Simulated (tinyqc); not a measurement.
Electrons shared among three sets of ellipsoidal valleys: sweeps and comparisons. A value that a table varies takes the place of the one given here.

F_j(eta) = (1/Gamma(j + 1)) integral_0^infinity x^j dx/(1 + exp(x - eta)), which tends to exp(eta) for eta << 0.

Sets Gamma, L, X: N_i = M_i times N = 2 (m kB T/(4 pi c))^(3/2) with c = hbar^2/2m0, in 1/angstrom^3; times 1e24 for 1/cm^3, m = (ml mt^2)^(1/3); n = sum_i N_i F_1/2((EF - dE_i)/kT), energies from the edge of the first set; mu_drift = sum of share times mobility.

Constants: hbar^2/2m0 = 3.80998211 eV angstrom^2; kB = 8.617333262e-05 eV/K.

Inputs chosen for the exercise (masses and offsets near those of GaAs; mobilities are free inputs, held fixed; not measured data): dE = (0, 0.328, 0.494) eV (edges of Gamma, L, X above the first); M = (1, 4, 3) (valleys in each set); ml = (0.07, 1.925, 1.268) m0 (longitudinal masses of Gamma, L, X); mt = (0.07, 0.0783, 0.2254) m0 (transverse masses); mu = (7800, 810, 320) cm^2/(V s) (mobility of each set); n = 1.3e+16 1/cm^3 (total electron density); T = 300 K.

## Transfer between valleys with temperature

Offsets, masses and mobilities are held fixed; n is fixed too, so the high values of T stand for hot electrons, not for the lattice.

Populations:
```
T (K)  EF (eV)  share Gamma  share L  share X  mu_drift
77     -0.0097       1.0000   0.0000   0.0000      7800
150    -0.0324       1.0000   0.0000   0.0000      7800
300    -0.0922       0.9999   0.0001   0.0000      7799
450    -0.1623       0.9949   0.0050   0.0001      7764
600    -0.2407       0.9576   0.0396   0.0028      7502
900    -0.4319       0.7079   0.2422   0.0499      5734
1200   -0.6723       0.4291   0.4223   0.1486      3737
2000   -1.4382       0.1462   0.5116   0.3422      1664
```

What does this show?

The share of Gamma goes from 1.000 to 0.146 and the mean mobility from 7800 to 1664 cm^2/(V s). Gamma and L hold equal numbers between T = 1200 and 2000 K. The share of X is at most 0.34.

## Transfer between valleys with doping

Parabolic valleys; band tails and gap narrowing are left out.

Populations:
```
n (1/cm^3)  EF (eV)  share Gamma  share L  share X  mu_drift
1.0e+16     -0.0990       0.9999   0.0001   0.0000      7799
1.0e+17     -0.0378       0.9999   0.0001   0.0000      7799
1.0e+18      0.0389       0.9998   0.0002   0.0000      7799
3.0e+18      0.1027       0.9994   0.0006   0.0000      7796
1.0e+19      0.2347       0.9707   0.0292   0.0001      7595
3.0e+19      0.3431       0.5673   0.4308   0.0019      4775
1.0e+20      0.4346       0.2420   0.7395   0.0185      2493
```

What can be read from the table?

The share of Gamma goes from 1.000 to 0.242 and the mean mobility from 7799 to 2493 cm^2/(V s). Gamma and L hold equal numbers between n = 3e+19 and 1e+20 1/cm^3. Where EF lies more than about 0.2 eV up a light valley, its parabolic form fails. The share of X is at most 0.019.

## Moving the second set by strain or alloying

The second entry of dE is replaced by the values listed; a negative value puts that set lowest.

Populations:
```
offset (eV)  EF (eV)  share Gamma  share L  share X  mu_drift
-0.100       -0.2740       0.0009   0.9991   0.0000       816
-0.050       -0.2242       0.0061   0.9939   0.0000       853
0.000        -0.1751       0.0409   0.9591   0.0000      1096
0.025        -0.1518       0.1007   0.8993   0.0000      1514
0.050        -0.1307       0.2274   0.7726   0.0000      2399
0.100        -0.1027       0.6696   0.3304   0.0000      5490
0.150        -0.0940       0.9332   0.0668   0.0000      7333
0.200        -0.0925       0.9898   0.0102   0.0000      7728
0.300        -0.0922       0.9998   0.0002   0.0000      7798
```

What does this show?

The share of Gamma goes from 0.001 to 1.000 and the mean mobility from 816 to 7798 cm^2/(V s). Gamma and L hold equal numbers between offset = 0.05 and 0.1 eV. The share of X is at most 2.1e-07. With Boltzmann statistics the first two sets are equal at kT ln(N_2/N_1) = 0.0816 eV.

## What moves the populations

All else solved anew. Each row changes one parameter from the base and keeps the others.

Results:
```
case                              EF (eV)  share Gamma  share L  share X  mu_drift (cm^2/(V s))
base                              -0.0922       0.9999   0.0001   0.0000                   7799
T = 350 K                         -0.1146       0.9995   0.0004   0.0000                   7797
n = 3.9e+16 1/cm^3                -0.0633       0.9999   0.0001   0.0000                   7799
dE = (0, 0.2624, 0.494) eV        -0.0922       0.9991   0.0009   0.0000                   7794
mt = (0.07, 0.094, 0.2254) m0     -0.0922       0.9999   0.0001   0.0000                   7799
ml = (0.07, 2.31, 1.268) m0       -0.0922       0.9999   0.0001   0.0000                   7799
mu = (9360, 810, 320) cm^2/(V s)  -0.0922       0.9999   0.0001   0.0000                   9359
```

How do the results move?

The largest shifts from the base row, up to three for each result and ties (the steps differ in size, so this ranks the rows, not the parameters). EF (eV): n +0.0289, T -0.0224; unchanged at the printed digits by dE, mt, ml and mu. share Gamma: dE -0.0009, T -0.0004; unchanged at the printed digits by n, mt, ml and mu. share L: dE +0.0009, T +0.0004; unchanged at the printed digits by n, mt, ml and mu. share X: unchanged at the printed digits by T, n, dE, mt, ml and mu. mu_drift (cm^2/(V s)): mu +1560, dE -6, T -3; unchanged at the printed digits by n, mt and ml.

tinyqc: `OMP_NUM_THREADS=1 python tinyqc.py 1681067 1681068 out.jsonl`; about 0.01 s, one thread, shared Intel(R) Xeon(R) Processor @ 2.30GHz.
